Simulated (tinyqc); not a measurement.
Q-state Potts model on a small periodic square lattice: enumeration, Metropolis, heat-bath and Wolff steps: one step, computed by the program tinyqc. Command: `OMP_NUM_THREADS=1 python tinyqc.py 3110699 3110700 out.jsonl potts walk`. One thread of a shared host (Intel(R) Xeon(R) Processor @ 2.30GHz), about 0.04 s of CPU time with the checks.

E = -J x (number of nearest-neighbour bonds with equal states); n x n sites with periodic edges have 2 n^2 bonds. Order parameter m = (q f - 1)/(q - 1), f being the largest share of one state. Sites are numbered row by row from 0. Here q = 3 and n = 3.

Problem. One Wolff cluster. Seed site = floor(r n^2); new state = (old + 1 + floor(r (q - 1))) mod q. Sites are taken first in, first out; each neighbour (right, left, below, above) with the seed state and not yet in the cluster joins if the next r < p. The cluster then takes the new state.

Update: Wolff cluster.

start states:
```
   1  2  3
1  2  0  1
2  1  2  0
3  0  1  2
```

random numbers, used in turn: 0.5663  0.2522  0.5634  0.7688  0.4460  0.0544  0.3382  0.5784  0.4612  0.1814  0.4400  0.8888  0.6870  0.1810  0.0819  0.4519  0.5687  0.7155  0.6028  0.9106  0.5025  0.5752  0.2080  0.5595  0.7602  0.8002  0.9582  0.0571  0.6706  0.3983  0.9696  0.8093  0.7410  0.3675  0.1650  0.8675  0.6584  0.5659

Give: the table «Bonds tested» with the columns to, r, result, for from = -; seed site; cluster size; states afterwards.

Solution.

Bonds tested:

| from | to | r | result |
|---|---|---|---|
| - | - | - | no equal neighbour |

seed site = 5

cluster size = 1

states afterwards:
```
   1  2  3
1  2  0  1
2  1  2  1
3  0  1  2
```
